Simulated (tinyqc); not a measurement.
Resistance of a tapered via with liner, size effect and interface: two steps of the calculation.

A round via whose diameter grows from db at the bottom as D(z) = db + 2 z/tan(ang). The fill, of diameter D - 2 tl, starts above the bottom liner (thickness fb tl) and has rho = rho0 (1 + ks lam/(D - 2 tl)); the sidewall liner conducts in parallel with it. The bottom liner and the interface are crossed over the full area pi db^2/4. Spreading in the lines above and below is left out.

Parameters, values chosen for the exercise; fill metal close to molybdenum: diameter at the bottom db = 30 nm; height hv = 59 nm; sidewall angle ang = 88 degrees; bulk resistivity of the fill rho0 = 5.41 uohm cm; mean free path of the fill lam = 11.4 nm; size-effect factor ks = 1.4; liner on the sidewall tl = 0.1 nm; liner at the bottom over that on the sidewall fb = 1; resistivity of the liner rl = 160 uohm cm; interface resistivity at the bottom ri = 6.4e-13 ohm cm^2; ballistic conductance per area, about 3/(4 rho0 lam) Sb = 1.3e15 S/m^2.

Question 1. Slices of the via. Slices between z0 = fb tl and hv, evaluated at their midpoints: conductance per length pi/4 [(D - 2 tl)^2/rho + (D^2 - (D - 2 tl)^2)/rl], slice resistance = slice height over that. 7 slices.

Give: z; D; rho; slice resistance.

Answer 1.

```
slice  z (nm)  D (nm)  rho (uohm cm)  slice resistance (ohm)
0      4.3071  30.301         8.2785                 0.97819
1      12.721  30.888         8.2236                 0.93485
2      21.136  31.476         8.1707                 0.89428
3      29.550  32.064         8.1198                 0.85624
4      37.964  32.651         8.0707                 0.82054
5      46.379  33.239         8.0234                 0.78698
6      54.793  33.827         7.9777                 0.75540
```

Question 2. Total resistance. R_fill = sum of the slices; R_bottom = rl fb tl/(pi db^2/4); R_interface = ri/(pi db^2/4); ballistic (Sharvin) limit 1/(Sb pi (db - 2 tl)^2/4); ideal cylinder rho0 hv/(pi db^2/4).

slice resistance, slice 0 to 6 (ohm): 0.97818706  0.93485460  0.89428262  0.85624492  0.82053776  0.78697726  0.75539708

Wanted: parts; R; shares; ballistic limit; ideal cylinder.

Answer 2.

parts (ohm): fill 6.026, bottom liner 0.2264, interface 0.09054
R = 6.343 ohm
shares (%): fill 95.00, bottom liner 3.57, interface 1.43
ballistic limit = 1.103 ohm
ideal cylinder = 4.516 ohm

The fill is the largest part, and R is 1.40 times the ideal cylinder. With 2000 slices R = 6.3441 ohm.

tinyqc, about 0.01 s, one thread, Intel Xeon 2.30GHz (shared host): `OMP_NUM_THREADS=1 python tinyqc.py 2750012 2750013 out.jsonl`
